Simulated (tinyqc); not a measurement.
Inside a calculation. Model: planar ballistic transistor, top-of-the-barrier model.

Numbers from tinyqc (`OMP_NUM_THREADS=1 python tinyqc.py 2400028 2400029 out.jsonl`; about 0.01 s on one thread of a shared Intel Xeon 2.30GHz). Printed values are rounded.

At the top of the source barrier, states moving towards the drain are filled by the source (Fermi level 0) and states moving back by the drain (Fermi level -q Vd); nothing scatters. U is the shift of the band edge there, set by the capacitances CG, CD and CS (the total) and by the charge. Parabolic two-dimensional band; the source is grounded.

Parameters, values chosen for the exercise; mass and valleys close to those of silicon (two valleys):
- T = 77 K (temperature)
- m = 0.189 m0 (effective mass)
- gv = 2 (valley degeneracy)
- eox = 22 (relative permittivity of the gate insulator)
- tox = 2 nm (insulator thickness)
- aG = 0.96 (gate control CG/CS)
- aD = 0.026 (drain control CD/CS)
- E0 = 0.3 eV (band edge at the barrier top above the source Fermi level at zero bias)
- Vg = 0.7 V (gate voltage)
- Vd = 0.7 V (drain voltage)

Constants: q = 1.602176634e-19 C, kB = 1.380649e-23 J/K, hbar = 1.054571817e-34 J s, m0 = 9.1093837015e-31 kg, Vt = kB T/q, eps0 = 8.8541878128e-14 F/cm where lengths are in cm. Results are converted to the units shown.

## Density of states, capacitances and charge at zero bias

N0 = gv m kB T/(pi hbar^2), CG = eps0 eox/tox, vT = sqrt(2 kB T/(pi m)), CS = CG/aG, n0 = n at U = 0 and Vd = 0. eta1 = -(E0 + U)/Vt, eta2 = eta1 - Vd/Vt, n = (N0/2)[F_0(eta1) + F_0(eta2)], F_0(x) = ln(1 + exp x). UL = -(aG Vg + aD Vd).

N0 = 1.04774e12 cm^-2
CG = 9.73961 uF/cm^2
CS = 10.1454 uF/cm^2
n0 = 2.42523e-8 cm^-2
UL = -0.6902 eV

## Iteration 1: self-consistent potential at the barrier top

U at the start (U = UL) = -0.6902 eV

eta1 = -(E0 + U)/Vt, eta2 = eta1 - Vd/Vt, n = (N0/2)[F_0(eta1) + F_0(eta2)], F_0(x) = ln(1 + exp x). U(out) = UL + q (n - n0)/CS. Newton step: U(new) = U + (U(out) - U)/(1 + CQ/CS), CQ = (q/Vt) dn/d(eta1) with both F' summed; F_0'(x) = 1/(1 + exp(-x)).

eta1 = 58.8063
eta2 = -46.6893
n = 3.08068e13 cm^-2
U(out) = -0.203696 eV
CQ = 12.6494 uF/cm^2
U after iteration 1 = -0.473669 eV

## Course of the iteration: self-consistent potential at the barrier top

Stop when U changes by less than 1e-9 eV, or after 90 iterations.

Course of the iteration:
```
iteration     U (eV)  |change| (eV)
1          -0.473669          0.217
2          -0.473669        < 1e-13
```

Converged in 2 iterations.

## Current, mean velocity and share of the gate voltage

converged U = -0.473669 eV

N0 = gv m kB T/(pi hbar^2), CG = eps0 eox/tox, vT = sqrt(2 kB T/(pi m)), CS = CG/aG, n0 = n at U = 0 and Vd = 0. eta1 = -(E0 + U)/Vt, eta2 = eta1 - Vd/Vt, n = (N0/2)[F_0(eta1) + F_0(eta2)], F_0(x) = ln(1 + exp x). I = q (N0/2) vT [F_(1/2)(eta1) - F_(1/2)(eta2)] per width, F_(1/2)(x) = (2/sqrt(pi)) int_0^infinity u^(1/2)/(1 + exp(u - x)) du. Mean velocity I/(q n). CQ = (q/Vt) dn/d(eta1); the band edge follows the gate as -dU/dVg = aG/(1 + CQ/CS).

eta1 = 26.1733
n = 1.37114e13 cm^-2
I = 5310.28 uA/um
mean velocity = 2.41728e7 cm/s
CQ = 12.6494 uF/cm^2
-dU/dVg = 0.427273 eV/V

The carriers from the source are degenerate (eta1 = 26.2), and the mean velocity is 3.86 times vT = sqrt(2 kB T/(pi m)) = 6.27e6 cm/s.
